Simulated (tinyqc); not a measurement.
Worked calculation: Boltzmann transport in a parabolic band with a power-law relaxation time. Values are carried at full precision from step to step, so a last printed digit may differ when a step is redone from the rounded ones.

F_j(eta) = (1/Gamma(j + 1)) integral_0^infinity x^j dx/(1 + exp(x - eta)), which tends to exp(eta) for eta << 0.

n = N F_1/2(eta) with N = 2 (m kB T/(4 pi c))^(3/2) with c = hbar^2/2m0, in 1/angstrom^3; times 1e24 for 1/cm^3, m = md.

Constants: hbar^2/2m0 = 3.80998211 eV angstrom^2; kB = 8.617333262e-05 eV/K.

Values chosen for the exercise (masses near those of Si; tau0 is set for a mobility of the usual size at this n, kL is a free input; freeze-out and phonon drag, which matter near 77 K, are left out; the results hold for these values, not for the real material):

| symbol | value | unit | meaning |
|---|---|---|---|
| n | 1.1e+20 | 1/cm^3 | electron density |
| md | 1.067 | m0 | density-of-states mass |
| T | 300 | K |  |
| r | 1.5 |  | exponent of tau |
| tau0 | 1.1 | fs | tau at E = kT |
| mc | 0.2557 | m0 | conductivity mass |
| kL | 38 | W/(m K) | lattice thermal conductivity |

## Reduced Fermi level

Solve for eta.

N = 2.766e+19 1/cm^3
eta = 2.7167

## Integrals for r = 1.5 (ionised impurities)

tau = tau0 x^r with x = E/kT. With K_j = Gamma(j + 1) F_j(eta): <tau> = tau0 (r + 3/2) K_(r+1/2)/((3/2) K_(1/2)); mu = <tau>/(mc m0/e), m0/e = 5.685630e-12 kg/C; Hall factor rH = (3/2) K_(1/2) (2r + 3/2) K_(2r+1/2)/((r + 3/2) K_(r+1/2))^2; Seebeck S = -(kB/e) [(r + 5/2) K_(r+3/2)/((r + 3/2) K_(r+1/2)) - eta]; Lorenz number L = (kB/e)^2 [(r + 7/2) K_(r+5/2)/((r + 3/2) K_(r+1/2)) - ((r + 5/2) K_(r+3/2)/((r + 3/2) K_(r+1/2)))^2]; kB/e in V/K. Valley anisotropy is left out of rH.

Evaluate F_j and K_j for j = 1/2, r + 1/2, r + 3/2, r + 5/2 and 2r + 1/2 (each value once).

F_j and K_j:

| j | F_j | K_j |
|---|---|---|
| 0.5 | 3.9772 | 3.5247 |
| 2.0 | 7.8763 | 15.753 |
| 3.0 | 10.168 | 61.010 |
| 4.0 | 11.942 | 286.61 |
| 3.5 | 11.124 | 129.39 |

## Transport coefficients

Form the ratios; u is the mean energy carried, in kT.

<tau>/tau0 = 8.938
rH = 1.378
u = 5.164
S = -210.9 microvolt/K
L = 2.716 1e-8 W ohm/K^2

The non-degenerate limits are rH = 1.933, u = r + 5/2 = 4 and L = (r + 5/2)(kB/e)^2 = 2.970; the degenerate ones are rH = 1 and L = 2.443.

## Mobility, conductivity and figure of merit

mu = <tau>/(mc m0/e) with m0/e = 5.685630e-12 kg/C; sigma = e n mu, e = 1.602176634e-19 C; Hall mobility rH mu; power factor S^2 sigma; ZT = S^2 sigma T/(kL + L sigma T), all in SI units.

mu = 67.6 cm^2/(V s)
Hall mobility = 93.2 cm^2/(V s)
sigma = 1.19e+03 S/cm
power factor = 5.30 mW/(m K^2)
electronic thermal conductivity = 0.971 W/(m K)
ZT = 0.041

A Hall measurement read with rH = 1 would give a density of 7.98e+19 1/cm^3. Electrons carry 2.5 % of the heat. kL is far below that of crystalline Si, so ZT is too high for it.

## Checks

- Seebeck coefficient against direct integration over -df/dE (microvolt/K): both -210.9.

(tinyqc, `OMP_NUM_THREADS=1 python tinyqc.py 1651963 1651964 out.jsonl`, Intel(R) Xeon(R) Processor @ 2.30GHz, 1 thread, shared host, about 0.01 s.)
